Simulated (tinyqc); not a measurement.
A tight-binding chain with uneven site energies, recursive Green functions: one step of the calculation.

The device has N = 6 slices of 1 site(s), nearest-neighbour hopping -t, and site energies U; the leads are semi-infinite continuations with site energy 0. V = <i+1|H|i> = -t 1.

Question. Backward pass. Backward pass: G_NN = g_N, G_ii = g_i + g_i V^dagger G_(i+1,i+1) V g_i; local density of states -Im G_ii/pi on each site.

Inputs (values chosen for the exercise): hopping (matrix element -t) t = 1 eV.

g_i, site 1 to 6 (1/eV): -0.5807268-0.4875791i  -0.8335344-0.4281317i  -1.1347687-1.4439233i  0.2089597-0.6224035i  -0.5008214-0.1752221i  -0.4151731-0.7463621i

Give: G_ii; local density of states.

Answer.

```
site        G_ii (1/eV)  local density of states (1/eV)
1     -0.25511-0.95274i                         0.30327
2     -0.69879-0.69778i                         0.22211
3     -0.16022-0.30361i                         0.09664
4      0.26022-0.36069i                         0.11481
5     -0.46122-0.41238i                         0.13126
6     -0.41517-0.74636i                         0.23757
```

A site of an infinite clean chain has 1/(pi sqrt(4 t^2 - x^2)) = 0.188 1/eV at this energy (x counted from the band centre); the device goes from 0.0966 (site 3) to 0.303 (site 1).

Computed by the program tinyqc: `OMP_NUM_THREADS=1 python tinyqc.py 2660010 2660011 out.jsonl`, one thread of a shared Intel Xeon 2.30GHz, about 0.01 s for the whole run.
